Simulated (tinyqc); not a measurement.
From results back to parameters: Penn model of the dielectric constant and Phillips ionicity. Three cases, with inputs chosen for the exercise.

Problem. eps was computed from a and a hidden C.

n = 32/a^3; Ep^2 = 8 pi c e2 n with c = hbar^2/2m0, e2 = e^2/(4 pi eps0); EF = c (3 pi^2 n)^(2/3); eps = 1 + (Ep/Eg)^2 S with S = 1 - Eg/(4 EF) + (Eg/(4 EF))^2/3, Eg the Penn gap. Core d shells are left out.

Phillips: bond length d = sqrt(3) a/4; homopolar gap Eh = 39.74 d^(-2.48) eV (d in angstrom); Eg^2 = Eh^2 + C^2; ionicity fi = C^2/Eg^2.

Constants: hbar^2/2m0 = 3.80998211 eV angstrom^2; e^2/(4 pi eps0) = 14.39964547 eV angstrom.

Case 1.

Values chosen (out of a larger set: near those of InP; not measured data): a = 5.896 angstrom (cubic lattice constant, 32 valence electrons a cell).

eps = 8.49906

Case 2.

Values chosen (out of a larger set: near those of ZnSe; not measured data): a = 5.647 angstrom (cubic lattice constant, 32 valence electrons a cell).

eps = 5.36616

Case 3.

Values chosen (out of a larger set: near those of GaSb; not measured data): a = 6.114 angstrom (cubic lattice constant, 32 valence electrons a cell).

eps = 11.52953

Find: Eg; Eh; C; fi.

Solution. eps falls steadily with Eg, so one Eg fits; C^2 = Eg^2 - Eh^2.

Case 1.

Eg = 5.042 eV
Eh = 3.888 eV
C = 3.21 eV
fi = 0.405

Case 2.

Eg = 6.935 eV
Eh = 4.327 eV
C = 5.42 eV
fi = 0.611

Case 3.

Eg = 4.063 eV
Eh = 3.553 eV
C = 1.97 eV
fi = 0.235

Computed by tinyqc, one run a case: `OMP_NUM_THREADS=1 python tinyqc.py N N+1 out.jsonl` with N = 1681680, 1681706, 1681730; one thread of a shared Intel(R) Xeon(R) Processor @ 2.30GHz, about 0.01 s a run at most.
